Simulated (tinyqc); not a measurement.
Kronig-Penney superlattice by transfer matrices, step by step. Values are carried at full precision from step to step, so a last printed digit may differ when a step is redone from the rounded ones.

Wells (width a, potential 0, mass mw) alternate with barriers (width b, height V0, mass mb); period d = a + b; c = hbar^2/2m0. The vector (psi, psi'/m) is continuous, and a layer of thickness t carries it by M = [[cos kt, (m/k) sin kt], [-(k/m) sin kt, cos kt]] with k = sqrt(m (E - V)/c); for E < V, k = i kappa gives [[cosh, (m/kappa) sinh], [(kappa/m) sinh, cosh]] of kappa t. A Bloch state obeys cos(q d) = tr(Mb Mw)/2.

Constants: hbar^2/2m0 = 3.80998211 eV angstrom^2; hbar = 6.58211957e-16 eV s.

Inputs chosen for the exercise (near those of an InGaAs superlattice with barriers of InP; the results hold for these values, not for the real material):
- a = 108 angstrom (well width)
- b = 42 angstrom (barrier width)
- V0 = 0.238 eV (barrier height)
- mw = 0.0411 m0 (mass in the wells)
- mb = 0.0774 m0 (mass in the barriers)
- E = 0.1501 eV (trial energy)
- F = 40 kV/cm (field along the axis)

## Layer matrices at one energy

Form the matrix of the well and of the barrier at E.

k in the well = 0.04024 1/angstrom
kappa in the barrier = 0.04226 1/angstrom

Mw (angstrom units):
```
          1         2
1  -0.35840  -0.95354
2   0.91402  -0.35840
```

Mb (angstrom units):
```
        1       2
1  3.0343  5.2473
2  1.5641  3.0343
```

## The matrix of one period

Multiply M = Mb Mw and take half the trace. If its size is at most 1, E lies in a miniband and q d = arccos(tr M/2); otherwise the state decays by exp(-arccosh|tr M/2|) a period.

M:
```
        1        2
1  3.7086  -4.7740
2  2.2129  -2.5789
```

tr M/2 = 0.5649
q d in a band, or the decay exponent in a gap = 0.971

E lies in a miniband; det M = 1.0000, as for any such product.

## Miniband edges

The edges are the energies where tr M/2 = +1 (q = 0) or -1 (q = pi/d); the first three minibands.

Minibands:
```
band  bottom (eV)  top (eV)  width (meV)
1          0.0326    0.0379          5.3
2          0.1311    0.1566         25.5
3          0.2778    0.3628         85.0
```

2 minibands of these lie wholly below V0. The first gap is 93.2 meV wide; the single well of width a has E1 = 0.0352 eV, inside the first miniband.

## Dispersion along the axis

Solve tr M/2 = cos(q d) inside each miniband at q d/pi = 0, 1/6, ..., 1. The cosine form is E_bottom + (W/2)(1 - cos q d) with the true width W.

Energies (eV):
```
q d/pi  band 1  cosine form  band 2
0.000   0.0326       0.0326  0.1566
0.167   0.0329       0.0330  0.1545
0.333   0.0338       0.0339  0.1492
0.500   0.0351       0.0352  0.1427
0.667   0.0364       0.0365  0.1367
0.833   0.0375       0.0375  0.1326
1.000   0.0379       0.0379  0.1311
```

The cosine form, which holds for hopping between neighbouring wells alone, misses band 1 by at most 0.2 meV, 3 % of its width.

## Mass along the axis

With f(E) = tr M/2, 1 - (q d)^2/2 = 1 + f'(E_bottom)(E - E_bottom) gives m_z = -2 c f'/d^2 (f' by a central difference of 1e-6 eV at the bottom of band 1). The cosine form gives 4 c/(W d^2), W the width of band 1 between tr M/2 = +1 and -1.

f' = -426.3 1/eV
m_z = 0.1444 m0
m_z of the cosine form = 0.1289 m0
W = 5.25 meV

The mass along the axis is 3.51 times mw.

## In a field along the axis

One-band picture: ladder spacing e F d, Bloch frequency e F d/(2 pi hbar), and extent W/(e F) of a Stark state, with W the width of band 1; 1 kV/cm = 1e-5 V/angstrom.

e F d = 60.000 meV
Bloch frequency = 14.508 THz
W/(e F d) = 0.09 periods

The state is confined to about one period: the miniband has broken into a ladder of single-well levels.

## Checks

- Bottom of band 1 from 121 plane waves (the mass step taken by inverting the matrix of m) against the transfer matrix, eV: both 0.0326.

(tinyqc, `OMP_NUM_THREADS=1 python tinyqc.py 1281642 1281643 out.jsonl`, Intel(R) Xeon(R) Processor @ 2.30GHz, 1 thread, shared host, about 0.1 s.)
